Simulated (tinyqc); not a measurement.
# Tunnel rates from the two plateau currents

Question. With only the 0-1 transition of a spin-degenerate level in the bias window, I = 2 q G_in G_out/(2 G_in + G_out). Find GL and GR.

Constants: q = 1.602176634e-19 C. Results are converted to the units shown.

sizes of the plateau currents for electrons entering from the left and from the right (pA): 173.65527  207.05052

Answer. q/I(left) = 1/GR + 1/(2 GL) and q/I(right) = 1/GL + 1/(2 GR) are linear in 1/GL and 1/GR.

GL = 2.40 1/ns
GR = 1.40 1/ns

Program tinyqc, `OMP_NUM_THREADS=1 python tinyqc.py 2780107 2780108 out.jsonl`; Intel Xeon 2.30GHz, shared host, one thread, about 0.01 s.
